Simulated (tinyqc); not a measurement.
Absorption edge of a degenerate semiconductor, band filling against gap narrowing: two steps of the calculation.

n-type, parabolic bands, full ionisation. eta = (EF - Ec)/kB T solves N = Nc F12(eta), F12(x) = (2/sqrt(pi)) int_0^infinity sqrt(u)/(1 + exp(u - x)) du. The gap shrinks rigidly by dEg = a3 y^(1/3) + a4 y^(1/4) + a2 y^(1/2), y = N/1e18 cm^-3, an empirical law that is here taken as the true narrowing.

Inputs (values chosen for the exercise); band and dielectric values close to those of gallium nitride: temperature T = 250 K; band gap Eg = 3.4 eV; conduction-band density of states at 250 K, from me Nc = 1.67e18 cm^-3; electron mass me = 0.197 m0; hole mass mh = 1.02 m0; ionised donor density N = 4.7e19 cm^-3; coefficient of (N/1e18)^(1/3) a3 = 18.3 meV; coefficient of (N/1e18)^(1/4) a4 = 6.7 meV; coefficient of (N/1e18)^(1/2) a2 = 3.4 meV.

Constants: q = 1.602176634e-19 C, kB = 1.380649e-23 J/K, h = 6.62607015e-34 J s, c = 299792458 m/s, Vt = kB T/q. Results are converted to the units shown.

Task 1. Fermi level. Newton step on ln F12(eta) = ln(N/Nc): eta(new) = eta - ln(Nc F12/N) F12/Fm, Fm(x) = dF12/dx = (1/sqrt(pi)) int_0^infinity u^(-1/2)/(1 + exp(u - x)) du.

eta at the start (Boltzmann value) = 3.3373

Find: F12; Fm; eta after iteration 1.

Result 1.

F12 = 5.133
Fm = 1.972
eta after iteration 1 = 7.768

Task 2. The optical edge. Vertical transitions need an empty final state: the edge is taken where the state lies 4 kB T below EF, E_opt = Eg - dEg + (1 + me/mh) max(eta - 4, 0) kB T; wavelength h c/(q E_opt).

converged eta = 11.111630

Wanted: dEg; EF - Ec; filling shift; E_opt; wavelength.

Result 2.

dEg = 106.89 meV
EF - Ec = 239.38 meV
filling shift = 182.80 meV
E_opt = 3.4759 eV
wavelength = 356.70 nm

The edge lies 75.9 meV above the undoped gap: filling outweighs narrowing.

Range of the model: Band tails, non-parabolic bands and incomplete ionisation are left out.

Numbers from tinyqc (`OMP_NUM_THREADS=1 python tinyqc.py 2330113 2330114 out.jsonl`; about 0.01 s on one thread of a shared Intel Xeon 2.30GHz).
